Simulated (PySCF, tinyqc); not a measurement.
Worked calculation: G0W0 on RHF in the 6-31g basis, for H3+, spin multiplicity 1. The lowest restricted solution is unstable here: a spin-polarised one lies 0.0007 hartree lower (PySCF). One step of it, computed by the program tinyqc.

Task: G0W0 on Hartree-Fock: HOMO. W(p,q,m) = sqrt2 sum_ia (pq|ia) (X+Y)_ia,m; Sigma_c(x) = sum_(i,m) W^2/(x - e_i + w_m) + sum_(a,m) W^2/(x - e_a - w_m); solve x = e_p + Sigma_c(x) by Newton steps; Z = 1/(1 - dSigma/dx); 1 hartree = 27.211386 eV.

orbital energies (hartree): MO1 -0.913656, MO2 -0.381218, MO3 -0.097096, MO4 0.597989, MO5 0.666961, MO6 0.785367

Two-electron integrals over orbitals (pq|rs), unique and non-zero (hartree):
```
(11|11) 0.518707    (21|11) -0.007834   (21|21) 0.118810    (22|11) 0.416245
(22|21) 0.009610    (22|22) 0.433363    (31|11) 0.071207    (31|21) 0.001676
(31|22) -0.022830   (31|31) 0.082086    (32|11) 0.003007    (32|21) -0.089250
(32|22) -0.008000   (32|31) -0.004274   (32|32) 0.088765    (33|11) 0.406192
(33|21) -0.007747   (33|22) 0.360470    (33|31) 0.035295    (33|32) 0.006000
(33|33) 0.362219    (41|11) 0.065026    (41|21) -0.001471   (41|22) 0.074739
(41|31) -0.011378   (41|32) 0.000542    (41|33) 0.040166    (41|41) 0.049474
(42|11) -0.000553   (42|21) 0.069335    (42|22) 0.010264    (42|31) 0.000362
(42|32) -0.048276   (42|33) -0.000940   (42|41) 0.001948    (42|42) 0.076212
(43|11) -0.045170   (43|21) -0.000213   (43|22) -0.050380   (43|31) 0.003054
(43|32) -0.000050   (43|33) -0.028705   (43|41) -0.025165   (43|42) -0.001543
(43|43) 0.029859    (44|11) 0.415056    (44|21) 0.004692    (44|22) 0.417940
(44|31) -0.012823   (44|32) -0.003851   (44|33) 0.350335    (44|41) 0.078410
(44|42) 0.008822    (44|43) -0.057032   (44|44) 0.429434    (51|11) 0.013164
(51|21) -0.051748   (51|22) -0.001421   (51|31) 0.004496    (51|32) 0.035150
(51|33) 0.008297    (51|41) 0.003186    (51|42) -0.056918   (51|43) 0.000589
(51|44) 0.000088    (51|51) 0.044717    (52|11) -0.089134   (52|21) -0.005030
(52|22) -0.100538   (52|31) 0.014770    (52|32) 0.002740    (52|33) -0.050985
(52|41) -0.058526   (52|42) -0.008751   (52|43) 0.041123    (52|44) -0.112218
(52|51) 0.002339    (52|52) 0.081564    (53|11) 0.008758    (53|21) 0.020812
(53|22) 0.004774    (53|31) 0.004934    (53|32) -0.005686   (53|33) 0.005342
(53|41) 0.001824    (53|42) 0.037678    (53|43) 0.001187    (53|44) 0.004959
(53|51) -0.026332   (53|52) -0.004340   (53|53) 0.028744    (54|11) 0.008872
(54|21) -0.142406   (54|22) -0.016874   (54|31) 0.001706    (54|32) 0.114946
(54|33) 0.008903    (54|41) -0.001959   (54|42) -0.099565   (54|43) 0.001417
(54|44) -0.011696   (54|51) 0.074359    (54|52) 0.010885    (54|53) -0.031949
(54|54) 0.198300    (55|11) 0.393829    (55|21) 0.007570    (55|22) 0.415942
(55|31) -0.025478   (55|32) -0.007071   (55|33) 0.341760    (55|41) 0.082526
(55|42) 0.011545    (55|43) -0.055246   (55|44) 0.422435    (55|51) -0.002615
(55|52) -0.111266   (55|53) 0.004136    (55|54) -0.017328   (55|55) 0.424084
(61|11) -0.075691   (61|21) -0.004718   (61|22) 0.002832    (61|31) -0.062821
(61|32) 0.006553    (61|33) -0.043943   (61|41) -0.005164   (61|42) -0.005900
(61|43) -0.017627   (61|44) 0.002879    (61|51) -0.004596   (61|52) -0.009450
(61|53) -0.011429   (61|54) 0.005677    (61|55) 0.009732    (61|61) 0.093276
(62|11) -0.007738   (62|21) 0.039349    (62|22) -0.007702   (62|31) 0.005695
(62|32) -0.025311   (62|33) -0.005432   (62|41) -0.006588   (62|42) 0.033405
(62|43) 0.004878    (62|44) -0.009774   (62|51) -0.024655   (62|52) 0.005953
(62|53) 0.018342    (62|54) -0.051605   (62|55) -0.009817   (62|61) -0.007460
(62|62) 0.021737    (63|11) -0.119298   (63|21) 0.007486    (63|22) -0.058094
(63|31) -0.042785   (63|32) -0.002256   (63|33) -0.066078   (63|41) -0.033859
(63|42) 0.006013    (63|43) 0.007889    (63|44) -0.062923   (63|51) -0.013670
(63|52) 0.034698    (63|53) -0.003491   (63|54) -0.009640   (63|55) -0.054163
(63|61) 0.068184    (63|62) 0.004726    (63|63) 0.080113    (64|11) -0.015619
(64|21) -0.015280   (64|22) 0.036110    (64|31) -0.047970   (64|32) 0.014015
(64|33) -0.004633   (64|41) 0.024875    (64|42) -0.009806   (64|43) -0.011581
(64|44) 0.035626    (64|51) 0.006156    (64|52) -0.030357   (64|53) -0.006039
(64|54) 0.017760    (64|55) 0.045272    (64|61) 0.036057    (64|62) -0.011294
(64|63) 0.012695    (64|64) 0.042921    (65|11) -0.011050   (65|21) -0.050819
(65|22) 0.003961    (65|31) -0.020455   (65|32) 0.046652    (65|33) -0.003791
(65|41) 0.005155    (65|42) -0.039667   (65|43) -0.004148   (65|44) 0.005891
(65|51) 0.029012    (65|52) -0.005464   (65|53) -0.012087   (65|54) 0.072525
(65|55) 0.006436    (65|61) 0.022557    (65|62) -0.018981   (65|63) 0.008189
(65|64) 0.022279    (65|65) 0.037617    (66|11) 0.524161    (66|21) -0.020007
(66|22) 0.364100    (66|31) 0.125654    (66|32) 0.011437    (66|33) 0.414714
(66|41) 0.056615    (66|42) -0.010999   (66|43) -0.028573   (66|44) 0.373209
(66|51) 0.026607    (66|52) -0.062024   (66|53) 0.010954    (66|54) 0.029744
(66|55) 0.347897    (66|61) -0.143176   (66|62) -0.006149   (66|63) -0.156343
(66|64) -0.056029   (66|65) -0.022438   (66|66) 0.630869
```

excitation energies w (hartree): 0.721379  0.948464  1.607344  1.672585  1.885796

X + Y:
```
             1          2          3          4          5
1>2   0.856030   0.007780   0.003031  -0.047303  -0.001811
1>3  -0.011095   0.921405  -0.025240   0.000961  -0.073588
1>4   0.002295   0.040583   0.965228   0.082260  -0.025789
1>5   0.124122  -0.010676  -0.086555   0.964098  -0.037918
1>6   0.008889   0.150600   0.021871   0.044111   0.942012
```

Give: The 12 largest terms at x = e_p; Newton steps; quasiparticle energy of the HOMO; Hartree-Fock value.

Result:

The 12 largest terms at x = e_p (hartree; W for the signs of X + Y given):
```
q  m        W     term
2  1   0.1347  -0.0145
1  2   0.0801   0.0068
1  5  -0.1113   0.0066
3  2   0.0929  -0.0049
6  5   0.1312  -0.0048
1  3   0.0822   0.0042
3  5  -0.0921  -0.0031
2  4  -0.0790  -0.0028
6  2  -0.0623  -0.0015
4  3   0.0674  -0.0015
5  1  -0.0549  -0.0013
5  4   0.0645  -0.0013
```

Newton steps (hartree):
```
step        x  Sigma_c(x)       Z
0     -0.9137     -0.0181  0.9673
1     -0.9311     -0.0175  0.9674
2     -0.9311     -0.0175  0.9674
```

quasiparticle energy of the HOMO = -25.3373 eV

Hartree-Fock value = -24.8619 eV
